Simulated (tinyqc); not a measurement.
Raman shift of the zone-centre optical phonon of a diamond-structure crystal under stress: one step, computed by the program tinyqc. Command: `OMP_NUM_THREADS=1 python tinyqc.py 3022482 3022483 out.jsonl ramanstress walk`. One thread of a shared host (Intel(R) Xeon(R) Processor @ 2.30GHz), about 0.01 s of CPU time with the checks.

Axes x, y, z are the cube axes. Strain shifts the threefold optical mode and can split it; p, q and r are the phonon deformation potentials.

Problem. Stress and strain tensors. Uniaxial stress along the unit vector n of the axis: sigma_ij = sigma n_i n_j. eps_xx = S11 sigma_xx + S12 (sigma_yy + sigma_zz), and cyclic; eps_xy = S44 sigma_xy/2 (tensor strain).

Inputs (values chosen for the exercise, modelled on diamond): stress sigma (tension positive) = 0.46 GPa.

Stress state: uniaxial. Axis: [110].

S44 = 1.715854 1/TPa

S11 = 0.9417282 1/TPa

S12 = -0.09593910 1/TPa

Give: stress; strain; volume strain.

Solution.

stress (GPa), rows x, y, z:
$$\begin{pmatrix}
0.23 & 0.23 & 0.00 \\
0.23 & 0.23 & 0.00 \\
0.00 & 0.00 & 0.00
\end{pmatrix}$$

strain (per mille), rows x, y, z:
$$\begin{pmatrix}
0.19453 & 0.19732 & 0.00000 \\
0.19732 & 0.19453 & 0.00000 \\
0.00000 & 0.00000 & -0.04413
\end{pmatrix}$$

volume strain = 0.34493 per mille
